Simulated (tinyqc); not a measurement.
Reverse leakage of an n+-p junction: diffusion, generation, trap-assisted and band-to-band tunnelling: two steps of the calculation.

One-sided abrupt junction in the depletion approximation, x from the junction (0) to W on the p side, field F = F0 (1 - x/W). Flat quasi-Fermi levels, long p side. Traps generate through SRH with both lifetimes shortened by 1 + Gamma (Hurkx enhancement, form for moderate fields); band-to-band generation is local and needs a total bending above Eg.

Parameters, values chosen for the exercise; band and dielectric values close to those of silicon:
- T = 300 K (temperature)
- Eg = 1.11 eV (band gap)
- eps_r = 11.9 (relative permittivity)
- Nc = 2.79e19 cm^-3 (conduction-band density of states at T)
- Nv = 2.66e19 cm^-3 (valence-band density of states at T)
- Na = 2.9e16 cm^-3 (acceptor density of the lighter side)
- Nd = 1e20 cm^-3 (donor density of the heavier side)
- tau = 1e-8 s (SRH lifetime of both carriers at zero field)
- mt = 0.23 m0 (tunnelling mass)
- Dn = 16 cm^2/s (electron diffusion coefficient on the lighter side)
- VR = 0.4 V (reverse bias)

Constants: q = 1.602176634e-19 C, kB = 1.380649e-23 J/K, hbar = 1.054571817e-34 J s, m0 = 9.1093837015e-31 kg, Vt = kB T/q, eps0 = 8.8541878128e-14 F/cm where lengths are in cm. Results are converted to the units shown.

Question 1. Field, scales and diffusion current. ni = sqrt(Nc Nv) exp(-Eg/(2 Vt)), Eg in volts; Vbi = Vt ln(Na Nd/ni^2); W = sqrt(2 eps0 eps_r (Vbi + VR)/(q Na)); F0 = 2 (Vbi + VR)/W; FG = sqrt(24 mt m0 (kB T)^3)/(q hbar); J_diff = q ni^2 sqrt(Dn/tau)(1 - exp(-VR/Vt))/Na.

Wanted: ni; Vbi; W; F0; FG; J_diff.

Answer 1.

ni = 1.293e10 cm^-3
Vbi = 0.9667 V
W = 249.0 nm
F0 = 109.8 kV/cm
FG = 353.8 kV/cm
J_diff = 3.696e-11 A/cm^2

Question 2. Current components. u = (Vbi + VR)(1 - x/W)^2, p = Na exp(-u/Vt), n = Nd exp((u - Vbi - VR)/Vt); G0 = ni^2 (1 - exp(-VR/Vt))/(tau (n + p + 2 ni cosh(Et/Vt))); Gamma = 2 sqrt(3 pi)(F/FG) exp((F/FG)^2); trap-assisted part G0 Gamma; G_bb = Ab F^2.5 exp(-Bb/F) with F in V/cm, zero unless Vbi + VR > Eg. 13 equal steps.

Each current is q times the trapezoid sum of its rate; J adds J_diff; J_bb under 1e-8 of the sum is given as 0.

```
point     x (nm)  G0 (cm^-3 s^-1)  G0 Gamma (cm^-3 s^-1)  G_bb (cm^-3 s^-1)
0        0.00000      1.6722703e8            3.5084215e8      3.2113228e-45
1       19.15115     4.1646427e11           7.9512255e11      2.8387367e-51
2       38.30229     5.5433890e14           9.5752738e14                 ~0
3       57.45344     2.4535056e17           3.8069155e17                 ~0
4       76.60458     6.4381238e17           8.8937724e17                 ~0
5       95.75573     6.4510601e17           7.8450946e17                 ~0
6      114.90687     5.1843245e17           5.4695955e17                 ~0
7      134.05802     4.1920656e16           3.7629387e16                 ~0
8      153.20917     1.4329021e15           1.0651533e15                 ~0
9      172.36031     8.5993278e13           5.0877156e13                 ~0
10     191.51146     9.6285251e12           4.2554650e12                 ~0
11     210.66260     2.0151648e12           5.9206474e11                  0
12     229.81375     7.8842213e11           1.1562321e11                  0
13     248.96490     5.7664441e11                      0                  0
```

J_diff = 3.6955481e-11 A/cm^2

Find: J_SRH; J_TAT; J_bb; J.

Answer 2.

J_SRH = 6.4334e-7 A/cm^2
J_TAT = 8.1043e-7 A/cm^2
J_bb = 0 A/cm^2
J = 1.4538e-6 A/cm^2

Range of the model: The n+ side is degenerate, so Vbi from Boltzmann statistics is only a guide.

Program tinyqc, `OMP_NUM_THREADS=1 python tinyqc.py 2290089 2290090 out.jsonl`; Intel Xeon 2.30GHz, shared host, one thread, about 0.01 s.

~0 in a residual or rate marks an entry under 1e-11 of the largest of its column.
